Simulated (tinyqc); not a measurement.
# Changing the growth temperature T

Model: precursor delivery by bubblers, mass-transport growth and the solid composition of a III-V alloy. Computed by tinyqc, a small Python program. Command: `OMP_NUM_THREADS=1 python tinyqc.py 3007444 3007445 out.jsonl movpe_thermo sweep`. One thread of a shared host (Intel(R) Xeon(R) Processor @ 2.30GHz), about 0.01 s of CPU time with the checks.

1 sccm = 44.615 micromol/min; 1 torr = 133.322 Pa. The sources decompose fully at the surface.

Inputs (values chosen for the exercise, modelled on trimethylgallium (source 1) and trimethylindium (source 2) for the vapour pressures):

| quantity | value | unit |
|---|---|---|
| bath temperature T1 | 269 | K |
| bath temperature T2 | 288 | K |
| bubbler pressure p_b | 1400 | torr |
| carrier flow F1 | 4.1 | sccm |
| carrier flow F2 | 360 | sccm |
| total flow F_t | 17 | slm |
| group-V flow F_V | 110 | sccm |
| reactor pressure p | 40 | torr |
| diffusivity at 273 K and 760 torr | 0.37 | cm^2/s |
| flow cross-section A | 36 | cm^2 |
| distance from the leading edge z | 13 | cm |
| lattice constant a | 5.9 | angstrom |
| interaction L0 of the solid | 9.02 | kJ/mol |
| vapour fraction x_v of D among the group-V sources | 0.85 | - |
| exchange energy dG_x of AC + (1/2) D2 -> AD + (1/2) C2 | -18 | kJ/mol |

Alloy: mixing on the group-V sites.

constants a, b of source 1 (log10 torr, K): 8.066  1703

constants a, b of source 2 (log10 torr, K): 10.53  3014

Constants: k_B = 1.380649e-23 J/K; R = 8.314462618 J/(mol K).

Method:
- log10 p_v = a - b/T_bath; molar flow = F x 44.615 x p_v/(p_b - p_v) for a saturated bubbler.
- p_i = p n_i/(44615 F_t), F_t in slm; p_V = p F_V/(1000 F_t), counted per molecule supplied; V/III = 44.615 F_V/(n1 + n2); vapour fraction of source 2 = n2/(n1 + n2).
- Mean velocity u = (F_t/A)(760/p)(T/273); D = D0 (T/273)^1.75 (760/p); boundary layer delta = sqrt(pi D z/u); flux = D dp/(delta k_B T); growth rate = flux x a^3/4.
- At high V/III the group-V pressures at the surface equal those supplied, as dimers: p_D2/p_C2 = x_v/(1 - x_v). Equilibrium of the solid AC(1-x)D(x), A standing for the mix of both group-III metals: ln[x/(1 - x)] + L0 (1 - 2x)/(R T) = -dG_x/(R T) + (1/2) ln[x_v/(1 - x_v)]. Growth rate = rate per torr x (p_1 + p_2). Sensitivity dx/dx_v = [1/(2 x_v (1 - x_v))]/[1/(x (1 - x)) - 2 L0/(R T)].

One run for each value:

| growth temperature T (K) | solid fraction x | growth rate (micrometre/h) | growth rate per torr of group III (micrometre/(h torr)) |
|---|---|---|---|
| 800 | 0.99268 | 0.54232 | 496.43 |
| 850 | 0.99068 | 0.55479 | 507.84 |
| 900 | 0.98846 | 0.56681 | 518.85 |
| 950 | 0.98602 | 0.57842 | 529.47 |
| 1000 | 0.98339 | 0.58966 | 539.76 |
| 1050 | 0.98059 | 0.60054 | 549.72 |
| 1100 | 0.97763 | 0.61111 | 559.40 |
| 1150 | 0.97455 | 0.62139 | 568.80 |

Describe and explain the trends.

Over the rows, solid fraction x falls from 0.9927 to 0.9745 (exponent d ln y / d ln x -0.033 between the first rows and -0.071 between the last); growth rate (micrometre/h) rises from 0.542 to 0.621 (exponent d ln y / d ln x about 0.37 throughout); growth rate per torr of group III (micrometre/(h torr)) rises from 496 to 569 (exponent d ln y / d ln x about 0.37 throughout). The rate per torr depends on T only weakly, as T^(1.75 - 1 - 0.375); pyrolysis limits at low T are left out.

Caution (all rows): the boundary layer is a quarter or more of the root of the cross-section, so it fills much of the channel and depletion along the flow matters.

Extremes, crossings and ranges named in words are read from the listed rows.
